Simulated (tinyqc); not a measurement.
Static screening by free carriers, step by step. Values are carried at full precision from step to step, so a last printed digit may differ when a step is redone from the rounded ones.

kF = (3 pi^2 n/Mv)^(1/3), EF = c kF^2/m with c = hbar^2/2m0, n in 1/angstrom^3 (1e-24 per 1/cm^3), e2 = e^2/(4 pi eps0). Thomas-Fermi: qTF^2 = 6 pi e2 n/(eps EF). Debye: qD^2 = 4 pi e2 n/(eps kB T).

Constants: hbar^2/2m0 = 3.80998211 eV angstrom^2; e^2/(4 pi eps0) = 14.39964547 eV angstrom; kB = 8.617333262e-05 eV/K; a0 (Bohr radius) = 0.5291772105 angstrom; hbar = 6.58211957e-16 eV s.

Inputs chosen for the exercise (near those of Si; shifted at random, so the results belong to these values and not to a real crystal):
- n = 4.9e+19 1/cm^3 (carrier density)
- m = 0.3194 m0 (mass of one isotropic valley)
- Mv = 6 (valleys)
- eps = 12 (background dielectric constant)
- T = 300 K
- q = 0.0499 1/angstrom (wave vector)
- aD = 27.9 angstrom (trial radius)
- NI = 1.5e+20 1/cm^3 (ionised impurities)

## Fermi and screening wave vectors

Also the effective Bohr radius aB = a0 eps/m and rs = (3/(4 pi n))^(1/3)/aB.

kF = 0.062300 1/angstrom
EF at 0 K = 46.30 meV
EF/kT = 1.79
qTF = 0.15472 1/angstrom
qD = 0.16906 1/angstrom
aB = 19.88 angstrom
rs = 0.853

The gas is partly degenerate; neither limit is exact, and the true screening wave vector lies below both.

## Screening at finite temperature

F_j(eta) = (1/Gamma(j + 1)) integral_0^infinity x^j dx/(1 + exp(x - eta)), which tends to exp(eta) for eta << 0.

At finite T: qs^2 = qD^2 F_-1/2(eta)/F_1/2(eta), where n = Mv N F_1/2(eta) and N = 2 (m kB T/(4 pi c))^(3/2) with c = hbar^2/2m0, in 1/angstrom^3; times 1e24 for 1/cm^3.

Solve for eta and form qs.

n/(Mv N) = 1.803
eta = 1.212
qs = 0.1333 1/angstrom
screening length 1/qs = 7.500 angstrom

qs is 0.789 of the Debye value and 0.862 of the Thomas-Fermi value.

## Lindhard function at one q

Lindhard at zero temperature: eps(q)/eps = 1 + (qTF/q)^2 L(x), x = q/(2 kF), L(x) = 1/2 + ((1 - x^2)/(4x)) ln|(1 + x)/(1 - x)|.

Compare with Thomas-Fermi, 1 + (qTF/q)^2.

x = 0.4005
L(x) = 0.9447
eps(q)/eps, Lindhard = 10.08
eps(q)/eps, Thomas-Fermi = 10.61

The carriers respond with 94 % of their long-wave strength at this q. The zero-temperature form is an exercise here: at the temperature of this gas EF is only 1.8 kT.

## A donor in the screened potential

Donor in the screened potential -(e2/eps) exp(-qs r)/r with the trial function exp(-r/a): E(a) = c/(m a^2) - (e2/eps) 4/(a (2 + qs a)^2), e2 = e^2/(4 pi eps0), c = hbar^2/2m0; isotropic mass.

Evaluate both terms at a = aD.

kinetic term = 15.324 meV
potential term = -5.258 meV
E(aD) = 10.066 meV
unscreened level -m Ry/eps^2 (Ry = 13.60569312 eV) = -30.178 meV

This trial radius gives no binding, nor does any radius up to 3 aB.

## Ionised-impurity scattering at E = 3 kT

Brooks-Herring rate for an electron of energy E: 1/tau = NI (pi e2^2/(eps^2 hbar)) (sqrt(c/m)/E^(3/2)) Phi(b), with Phi = ln(1 + b) - b/(1 + b), b = (2k/qs)^2, k^2 = m E/c, NI in 1/angstrom^3.

e2 = e^2/(4 pi eps0), c = hbar^2/2m0; mobility estimate mu = tau/(m m0/e) with m0/e = 5.685630e-12 kg/C, times 1e4 for cm^2/(V s).

b = 1.463
Phi = 0.3074
1/tau = 5.07e+13 1/s
mu at this energy = 109 cm^2/(V s)

b is not large: the electron wavelength is comparable with the screening length, outside the regime that the Brooks-Herring formula is meant for.

## Checks

- Scattering rate against the golden-rule integral over angles (1/s): both 5.067e+13.
- L(x) at x = 0.7 against the integral over the Fermi sphere: both 0.81595.

tinyqc: `OMP_NUM_THREADS=1 python tinyqc.py 1652039 1652040 out.jsonl`; about 0.01 s, one thread, shared Intel(R) Xeon(R) Processor @ 2.30GHz.
